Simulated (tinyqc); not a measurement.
Changing the anneal temperature T: kinetics of strain relaxation and threading dislocations in mismatched semiconductor layers. Computed by tinyqc, a small Python program. Command: `OMP_NUM_THREADS=1 python tinyqc.py 3018521 3018522 out.jsonl threading sweep`. One thread of a shared host (Intel(R) Xeon(R) Processor @ 2.30GHz), about 0.01 s of CPU time with the checks.

60-degree dislocations on {111} planes of a (001) layer, isotropic elasticity. The Schmid factor is 1/sqrt(6), and a misfit segment relieves strain with b/2.

Inputs (values chosen for the exercise, modelled on In(0.2)Ga(0.8)As on GaAs):

| quantity | value | unit |
|---|---|---|
| misfit f | 0.0139 | - |
| shear modulus G | 44.2 | GPa |
| Poisson ratio nu | 0.32 | - |
| Burgers vector b | 4.05 | angstrom |
| glide activation energy Q | 1.34 | eV |
| velocity prefactor v0 | 13000 | m/s per MPa |
| layer thickness h | 27 | nm |
| anneal time t | 61 | s |
| initial thread density rho_0 | 780000 | 1/cm^2 |
| multiplication constant delta | 18000 | 1/m |

Sources: fixed density of threads.

Constants: k_B = 8.617333262e-05 eV/K.

Method:
- Excess resolved stress tau = (1/sqrt 6) [2 G (1 + nu)/(1 - nu)] (e - e_eq), e_eq = b (1 - nu/4) [ln(h/b) + 1]/(4 pi (1 + nu) h), the Matthews-Blakeslee strain of an uncapped layer; glide velocity v = v0 tau exp(-Q/(k_B T)), tau in MPa.
- Threads run in two directions, so de/dt = -(b/4) rho v, with rho fixed. With x = e - e_eq, x0 = f - e_eq (fully strained at t = 0) and v = m S x (m the mobility, S x = tau): x = x0 exp(-t/t_r), t_r = 4/(b rho_0 m S).
- The half time is that at which x = x0/2.

One run for each value:

| anneal temperature T (K) | initial velocity (micrometre/s) | half time (s) | share of the excess strain relieved (%) | thread density (1/cm^2) |
|---|---|---|---|---|
| 593 | 36 | 235.7 | 16.4 | 780000 |
| 611 | 77 | 108.8 | 32.2 | 780000 |
| 629 | 160 | 52.5 | 55.3 | 780000 |
| 647 | 318 | 26.4 | 79.8 | 780000 |
| 666 | 632 | 13.3 | 95.8 | 780000 |
| 684 | 1167 | 7.2 | 99.7 | 780000 |
| 702 | 2091 | 4.0 | 100.0 | 780000 |
| 720 | 3638 | 2.3 | 100.0 | 780000 |
| 738 | 6161 | 1.4 | 100.0 | 780000 |

Over the rows, initial velocity (micrometre/s) rises from 35.7 to 6160 (exponent d ln y / d ln x 26 between the first rows and 21 between the last); half time (s) falls from 236 to 1.36 (exponent d ln y / d ln x -26 between the first rows and -21 between the last); share of the excess strain relieved (%) rises from 16.4 to 100.

Caution (all rows): blocking of threads by crossing misfit lines, left out here, leaves real layers with more strain.

Extremes, crossings and ranges named in words are read from the listed rows.
